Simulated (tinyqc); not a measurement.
Size of the test strain: deformation potentials from a strained empirical pseudopotential.

Diamond lattice, no spin-orbit coupling. Atomic form factor V(q) = a1 (q^2 - a2)/(a3 exp(a4 q^2) - 1) in rydberg with q in 1/bohr, for the unstrained cell. Under a strain e the reciprocal vectors and k go over into (1 + e)^(-1) G, the atoms sit at +/- tau with tau = (1 + e) a (1,1,1)/8 - zeta a (eyz, ezx, exy)/4, and H(G,G') = c |k + G|^2 delta + (V(q)/det(1 + e)) cos(q.tau), q = G - G', with the term q = 0 left out; c = hbar^2/2m0. The basis is fixed before straining: all G with |k + G|^2 up to 16 (2 pi/a)^2. k is given in units of 2 pi/a of the unstrained cell.

Constants: hbar^2/2m0 = 3.80998211 eV angstrom^2; Ry = 13.60569312 eV; a0 (Bohr radius) = 0.5291772105 angstrom.

Inputs chosen for the exercise (out of a larger set: near those of Si; not measured data):
- a = 5.431 angstrom (lattice constant)
- A = (0.542, 2.207, 2.06, 0.489) (a1 (Ry bohr^2), a2 (1/bohr^2), a3, a4 (bohr^2))
- kD = 0.82 2 pi/a (position of the Delta minimum)

e = diag(-h/2, -h/2, h). Xu = [E(Delta z) - E(Delta x)]/(1.5 h) at fixed kD, b = [E(Z) - E(X, Y)]/(4.5 h); one-sided from +h alone, central from +h and -h.

Results (eV):

| h | Xu one-sided | Xu central | b one-sided | b central |
|---|---|---|---|---|
| 0.0010 | 7.969 | 7.974 | -3.316 | -3.312 |
| 0.0025 | 7.961 | 7.974 | -3.322 | -3.312 |
| 0.0050 | 7.949 | 7.974 | -3.332 | -3.312 |
| 0.0200 | 7.880 | 7.979 | -3.393 | -3.313 |
| 0.0300 | 7.837 | 7.986 | -3.434 | -3.314 |

Give the missing row, h = 0.0100.

Computed row:
```
h       Xu one-sided  Xu central  b one-sided  b central
0.0100         7.925       7.975       -3.352     -3.312
```

From h = 0.001 to 0.03 the one-sided Xu drifts by -0.132 eV and the central one by +0.012 eV; for b the drifts are -0.117 and -0.002 eV. The central difference cancels the term of second order in the strain, so its error goes as h^2. At h = 0.02 the linear law errs by 1.2 % for the valley splitting and 2.4 % for the valence splitting.

Computed by tinyqc, a small Python program: `OMP_NUM_THREADS=1 python tinyqc.py 1881015 1881016 out.jsonl` (the numbers bound the seed that draws the inputs); one thread of a shared host (Intel(R) Xeon(R) Processor @ 2.30GHz), about 0.2 s for the whole set of steps.
